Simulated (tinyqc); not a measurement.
Van der Pauw, Hall and four-point-probe measurements on a doped layer: correction factor against the shape of the sample.

A uniform n-type layer with sheet resistance Rs = 1/(q ns mu), point contacts, low field (mu B small).

Rs = 1/(q ns mu). For a rectangle with contacts at the corners, RA = (8 Rs/pi) sum_(k>=0) ln coth((2k + 1) pi a/(2 b)) with current along a short side b and voltage along the opposite one, RB the same with a and b exchanged. ar = a/b. F = Rs/[(pi/ln 2)(RA + RB)/2]; small-asymmetry estimate 1 - (ln 2/2) d^2 - ((ln 2)^2/4 - (ln 2)^3/12) d^4 with d = (RB - RA)/(RB + RA).

Inputs (values chosen for the exercise): sheet density of the layer ns = 2.4e12 cm^-2; drift mobility mu = 300 cm^2/(V s).

Constants: q = 1.602176634e-19 C. Results are converted to the units shown.

Correction factor against the shape of the sample:
```
ar,RA (ohm),RB (ohm),RB/RA,F,estimate of F
1,1913,1913,1.000,1.000,1.000
1.14,1230,2821,2.293,0.9442,0.9444
1.29,767.5,3906,5.089,0.8185,0.8249
1.43,494.2,4989,10.09,0.6977,0.7254
1.57,318.3,6117,19.22,0.5944,0.6577
1.71,205.0,7275,35.48,0.5114,0.6167
1.86,128.0,8537,66.70,0.4415,0.5917
2,82.45,9728,118.0,0.3899,0.5787
```

RB/RA rises from 1.00 to 118 and F falls from 1.00 to 0.390. The estimate is 0.78 % above F at a/b = 1.29 and 48 % above it in the last row. RA shrinks about as exp(-pi a/b): by a factor of 1.55 between the last two rows, against 1.55.

Numbers from tinyqc (`OMP_NUM_THREADS=1 python tinyqc.py 2850225 2850226 out.jsonl`; about 0.01 s on one thread of a shared Intel Xeon 2.30GHz).
